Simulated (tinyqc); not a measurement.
Carrier lifetime of a p-type layer with SRH, radiative, Auger and surface recombination: two steps of the calculation.

Uniform excess density dn = dp (no trapping), n = n0 + dn, p = p0 + dn, Boltzmann statistics, full ionisation. Surfaces enter as a rate 2 S dn/d, which holds while diffusion to them is fast.

Parameters, values chosen for the exercise; band and dielectric values those of a made-up semiconductor: temperature T = 350 K; band gap Eg = 1.22 eV; conduction-band density of states at T Nc = 3.2e19 cm^-3; valence-band density of states at T Nv = 3.59e19 cm^-3; radiative coefficient B = 3.57e-15 cm^3/s; acceptor density N = 5.6e16 cm^-3; Auger coefficient (two electrons) Cn = 1.5e-31 cm^6/s; Auger coefficient (two holes) Cp = 1.4e-31 cm^6/s; trap density Nt = 2.1e13 cm^-3; capture cross-section for electrons sn = 1e-15 cm^2; capture cross-section for holes sp = 1e-17 cm^2; thermal velocity (both carriers) vth = 1.8e7 cm/s; trap level below the conduction band Et = 0.73 eV; surface recombination velocity (both faces) S = 0 cm/s; sample thickness d = 30 um; generation rate G = 1.1e22 cm^-3 s^-1.

Constants: q = 1.602176634e-19 C, kB = 1.380649e-23 J/K, Vt = kB T/q. Results are converted to the units shown.

Question 1. Equilibrium densities and SRH constants. ni = sqrt(Nc Nv) exp(-Eg/(2 Vt)), Eg in volts; majority density N/2 + sqrt(N^2/4 + ni^2), n0 p0 = ni^2; n1 = Nc exp(-Et/Vt), p1 = Nv exp((Et - Eg)/Vt); tn0 = 1/(sn vth Nt), tp0 = 1/(sp vth Nt).

Wanted: ni; n0; p0; n1; p1; tn0; tp0.

Answer 1.

ni = 5.578e10 cm^-3
n0 = 5.557e4 cm^-3
p0 = 5.600e16 cm^-3
n1 = 9.854e8 cm^-3
p1 = 3.158e12 cm^-3
tn0 = 2.646e-6 s
tp0 = 2.646e-4 s

Question 2. New dn. With e = n p - ni^2 = dn (n0 + p0 + dn): U_SRH = e/(tp0 (n + n1) + tn0 (p + p1)), U_rad = B e, U_Aug = (Cn n + Cp p) e, U_s = 2 S dn/d. Newton step on ln U(ln dn) = ln G, U the sum: k = d ln U/d ln dn (central difference over factors 1.0001), dn(new) = dn (G/U)^(1/k).

dn after iteration 1 = 4.5215433e22 cm^-3
n0 = 55568.616 cm^-3
p0 = 5.6e16 cm^-3
n1 = 9.8540014e8 cm^-3
p1 = 3.1579481e12 cm^-3
tn0 = 2.6455026e-6 s
tp0 = 2.6455026e-4 s

Find: U_SRH; U_rad; U_Aug; U_s; k; dn after iteration 2.

Answer 2.

U_SRH = 1.692e26 cm^-3 s^-1
U_rad = 7.299e30 cm^-3 s^-1
U_Aug = 2.681e37 cm^-3 s^-1
U_s = 0 cm^-3 s^-1
k = 3.000
dn after iteration 2 = 3.360e17 cm^-3

tinyqc, about 0.01 s, one thread, Intel Xeon 2.30GHz (shared host): `OMP_NUM_THREADS=1 python tinyqc.py 2300118 2300119 out.jsonl`
